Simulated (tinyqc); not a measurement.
Etch lag against aspect ratio: ion-assisted plasma etching: sheath, surface coverage, synergy and aspect-ratio dependence. Computed by tinyqc, a small Python program. Command: `OMP_NUM_THREADS=1 python tinyqc.py 3016156 3016157 out.jsonl etch walk`. One thread of a shared host (Intel(R) Xeon(R) Processor @ 2.30GHz), about 0.04 s of CPU time with the checks.

Radicals adsorb on bare sites; ions remove covered sites with a high yield and bare sites by sputtering; a slow spontaneous reaction acts everywhere, walls included.

Inputs (values chosen for the exercise, close to those used for silicon dioxide in a fluorocarbon plasma):

| quantity | value | unit |
|---|---|---|
| plasma density n_e | 1.4e+11 | 1/cm^3 |
| electron temperature T_e | 2.9 | eV |
| ion mass M_i | 50 | u |
| sheath voltage V | 62 | V |
| radical density n | 1.6e+12 | 1/cm^3 |
| radical mass M_n | 31 | u |
| gas temperature T_g | 300 | K |
| sticking coefficient s | 0.22 | - |
| radicals per removed unit x | 4 | - |
| yield slope b | 0.088 | eV^(-1/2) |
| threshold E_th | 6.2 | eV |
| sputter slope b_p | 0.013 | eV^(-1/2) |
| sputter threshold E_p | 29 | eV |
| spontaneous reaction probability k_c | 5.2e-06 | - |
| solid density N | 2.2e+22 | 1/cm^3 |
| ion temperature T_i | 0.46 | eV |

Feature: round hole.

Constants: e = 1.602176634e-19 C; u = 1.6605390666e-27 kg; k_B = 1.380649e-23 J/K; eps_0 = 8.8541878128e-12 F/m.

Method:
- Bohm speed u_B = sqrt(e T_e/M_i); ion flux G_i = 0.61 n_e u_B; radical flux G_n = n c/4 with c = sqrt(8 k_B T_g/(pi M_n)).
- Debye length lambda_D = sqrt(eps_0 T_e/(e n_s)) with n_s = 0.61 n_e, T_e in volts; Child-law sheath d = (sqrt2/3) lambda_D (2 V/T_e)^(3/4); ion energy E = V + T_e/2; angular spread = arctan(sqrt(T_i/E)).
- Yields: Y = b (sqrt(E) - sqrt(E_th)) on covered sites, Y_p = b_p (sqrt(E) - sqrt(E_p)) on bare ones (zero below threshold).
- Steady coverage: s G_n (1 - theta) = x Y G_i theta; removal flux = Y G_i theta + Y_p G_i (1 - theta) + k_c G_n; rate = flux/N, 1 cm/s = 6e8 nm/min.
- Lateral rate = k_c G_n/N; anisotropy = 1 - lateral/vertical; synergy = vertical/(ions alone + radicals alone), with ions alone Y_p G_i/N and radicals alone the lateral rate.
- Transmission of a round hole: K = 1/(1 + 3A/4), walls that scatter diffusely without loss. With a loss probability S = s (1 - theta) at the floor, G_b/G_n = K/(K + S - K S); theta follows G_b, and the two are solved together. Ions are taken to reach the floor unshadowed; G_b replaces G_n in every term of the rate; A is depth over diameter.

yield Y = 0.481850

sputter yield Y_p = 0.0335450

ion flux G_i = 2.02024e+16 1/(cm^2 s)

radical flux G_n = 1.81062e+16 1/(cm^2 s)

vertical rate = 41.4085 nm/min

coverage theta = 0.0928058

Floor of the feature:

| A | K | G_b/G_n | theta | rate (nm/min) | relative rate |
|---|---|---|---|---|---|
| 0.5 | 0.72727 | 0.92994 | 0.086869 | 39.942 | 0.96458 |
| 1.0 | 0.57143 | 0.86840 | 0.081589 | 38.638 | 0.93308 |
| 2.0 | 0.40000 | 0.76568 | 0.072639 | 36.427 | 0.87969 |
| 5.0 | 0.21053 | 0.56175 | 0.054344 | 31.907 | 0.77054 |
| 10.0 | 0.11765 | 0.38651 | 0.038036 | 27.879 | 0.67326 |
| 20.0 | 0.06250 | 0.23686 | 0.023657 | 24.327 | 0.58748 |
| 50.0 | 0.02597 | 0.10918 | 0.011046 | 21.211 | 0.51224 |
| 100.0 | 0.01316 | 0.05746 | 0.005844 | 19.926 | 0.48121 |

K falls by a factor 55.3 over the rows and the rate by 2.00. Among these rows the rate stays within 10 % of the open-field value up to A = 1, with an open-field coverage below one half; sputtering, which needs no radicals, carries much of the rate in the last rows. Caution: rows with A above about 1/(2 tan(ion spread)) or 1/sqrt(k_c), often 10 to 30, are formal: ion shadowing, radical loss on the walls, redeposition of sputtered material and, in fluorocarbon plasmas, polymer growth are left out and add to the lag.
